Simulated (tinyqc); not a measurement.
Worked calculation: oxidation of curved silicon (wires and holes): cylindrical Deal-Grove kinetics with stress-retarded reaction. Computed by tinyqc, a small Python program that keeps every step. Command: `OMP_NUM_THREADS=1 python tinyqc.py 3027729 3027730 out.jsonl wireox walk`. One thread of a shared host (Intel(R) Xeon(R) Processor @ 2.30GHz), about 0.01 s of CPU time with the checks. Intermediate numbers are printed to about 5 digits and carried at full precision; extremes and crossings named in words are read from the listed rows.

Silicon fills r > a and oxide b < r < a. One volume of silicon gives 2.25 volumes of oxide, and the length is fixed.

Inputs (values chosen for the exercise, close to those used for silicon in dry oxygen):
```
quantity                       value        unit
prefactor B0                     752      um^2/h
activation energy E_B           1.23          eV
prefactor (B/A)0            5.48e+06        um/h
activation energy E_A           1.99          eV
starting silicon radius a0        60          nm
starting oxide x_i                 3          nm
viscosity prefactor eta0     1.4e-08        Pa s
viscosity energy E_eta          5.64          eV
critical shear stress s_c         77         MPa
activation volume V_k            5.4  angstrom^3
temperature T                    850           C
time t                           3.5           h
```

Shape: hole (concave).

Constants: k_B = 8.617333262e-05 eV/K.

## Planar constants and viscosity

B = B0 exp(-E_B/(k_B T)), B/A = (B/A)0 exp(-E_A/(k_B T)), eta = eta0 exp(E_eta/(k_B T)); 1 um = 1000 nm. Temperatures in kelvin are T(C) + 273.15.

B = 2275.0 nm^2/h

B/A = 6.4460 nm/h

low-stress viscosity eta = 2.8434e+17 Pa s

k_B T = 0.096786 eV

## Rate at the start

Geometry: b^2 = b0^2 - 1.25 (a^2 - a0^2), b0 = a0 - x_i. Rate of oxide made per interface area: q = 1/[1/k + 2 a |ln(b/a)|/B], and |da/dt| = q/2.25. Reaction k = (B/A) exp(-sigma V_k/(k_B T)). New oxide pushes the old with radial speed u = 1.25 |da/dt| at r = a; the shear stress at radius r is s_c asinh(z a^2/r^2), z = 2 eta u/(a s_c) (Eyring flow), and the compressive normal stress at the interface is sigma = |int_a^b 2 s/r dr| = s_c |F(z) - F(z a^2/b^2)|, F(y) = int_0^y asinh(w)/w dw. q and sigma are solved together. 1 MPa angstrom^3 = 6.241509e-6 eV.

oxide radius b0 = 57 nm

rate q without stress = 6.3355 nm/h

normal stress sigma = 98.021 MPa

factor on the reaction = 0.96644

rate q with stress = 6.1264 nm/h

## State after time t

Integrate da/dt adaptively (tolerance 1e-8); a wire counts as consumed at a = 0.5 nm and a hole as closed at b = 0.5 nm. Planar reference: x^2 + A x = B t + x_i^2 + A x_i, A = B/(B/A).

silicon radius a = 68.022 nm

oxide thickness = 23.692 nm

normal stress at time t = 811.76 MPa

planar thickness = 23.960 nm

ratio to the planar thickness = 0.98880

Stress now cuts the reaction constant to 75 % of its planar value. Caution: planar dry oxides this thin grow faster than Deal-Grove predicts. Caution: the oxide is taken as a purely viscous fluid in steady flow; elasticity, stress-dependent diffusion and thin-oxide enhancement are left out.

## Geometry alone against geometry with stress

A dash marks a stress-free run that has consumed the wire or closed the hole.

Oxide thickness (nm):
```
t (h)  planar  curved, no stress  curved, with stress  a (nm)  sigma (MPa)
0.105   3.664              3.686                3.661  60.284        119.7
0.350   5.205              5.293                5.190  60.936        169.9
0.700   7.383              7.606                7.348  61.838        241.2
1.400  11.664             12.302               11.576  63.548        382.7
2.450  17.909             19.537               17.727  65.899        595.0
3.500  23.960             27.057               23.692  68.022        811.8
5.250  33.657             40.522               33.323  71.111       1197.5
7.000  42.926             56.353               42.717  73.698       1643.0
```

At 7 h the thickness is 1.313 of the planar value from geometry alone and 0.995 with stress. In a hole the oxide is squeezed into a smaller circumference, which thickens it, while the oxidant must spread over a larger interface. Stress and geometry both count. Caution: rows with a normal stress above about 1.5 GPa lie beyond the range of a viscous flow law. Caution: elasticity of the oxide, stress-dependent diffusion and thin-oxide enhancement are left out.

Checks made by the program: large-radius limit against the planar law (relative difference 7e-08).
